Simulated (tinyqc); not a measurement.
Finite line against the semi-infinite law: electromigration in a confined line: Blech product, Korhonen stress evolution and Black's law. Computed by tinyqc, a small Python program. Command: `OMP_NUM_THREADS=1 python tinyqc.py 3023360 3023361 out.jsonl emigr walk`. One thread of a shared host (Intel(R) Xeon(R) Processor @ 2.30GHz), about 0.01 s of CPU time with the checks.

The electron wind pushes atoms from the cathode (x = 0) to the anode (x = L); blocking ends build a back stress (tension positive). The input rho is taken not to change with temperature. d sigma/dt = d/dx [kappa (d sigma/dx + G)], with zero flux at both ends and sigma = sigma_0 at t = 0.

Inputs (values chosen for the exercise, close to those used for aluminium lines):
```
quantity                      value          unit
resistivity rho                3.37  micro-ohm cm
atomic volume Omega            16.6    angstrom^3
effective charge number Z*      4.4             -
prefactor D0                1.4e-07         m^2/s
activation energy E           0.693            eV
effective modulus B              41           GPa
critical stress sigma_c         410           MPa
initial stress sigma_0          120           MPa
current density j              0.61       MA/cm^2
line length L                    17            um
test temperature T              230             C
```

Start: thermal stress.

Constants: e = 1.602176634e-19 C; k_B = 8.617333262e-05 eV/K; k_B = 1.380649e-23 J/K.

Method:
- G = Z* e rho j/Omega; D = D0 exp(-E/(k_B T)); kappa = D B Omega/(k_B T); drift velocity of an unconfined line v = D Z* e rho j/(k_B T). SI: 1 micro-ohm cm = 1e-8 ohm m, 1 MA/cm^2 = 1e10 A/m^2.
- Temperatures in kelvin are T(C) + 273.15.
- At steady state sigma(x) = sigma_0 + G (L/2 - x). A void forms only if the cathode stress reaches sigma_c, that is if j L exceeds (j L)_c = 2 Omega (sigma_c - sigma_0)/(Z* e rho). Time scale tau = L^2/kappa.
- sigma(x, t) = sigma_0 + G L [1/2 - x/L - 4 sum_(m odd) cos(m pi x/L) exp(-m^2 pi^2 s)/(m pi)^2], s = t/tau, summed to m = 399.
- Semi-infinite line: sigma(0, t) = sigma_0 + 2 G L sqrt(s/pi). One-term form: keep m = 1 alone.

tau = 0.0511397 h

stress gradient G = 8.73001 MPa/um

Cathode stress (MPa):
```
s           t (h)  full series  semi-infinite  one term
0.002  1.0228e-04       127.49         127.49    135.23
0.005  2.5570e-04       131.84         131.84    136.95
0.01   5.1140e-04       136.75         136.75    139.71
0.02   1.0228e-03       143.68         143.68    144.83
0.05   2.5570e-03       157.41         157.45    157.48
0.1    5.1140e-03       171.79         172.96    171.79
0.2    1.0228e-02       185.85         194.89    185.85
0.4    2.0456e-02       193.04         225.91    193.04
0.8    4.0912e-02       194.18         269.78    194.18
```

Among these rows the semi-infinite law holds to 1 % up to s = 0.1 and the one-term form from s = 0.02 on: the far end is felt once sqrt(kappa t) is no longer small against L, and by then the terms with m > 1 have nearly died out. The critical stress 410 MPa is not reached in these rows.
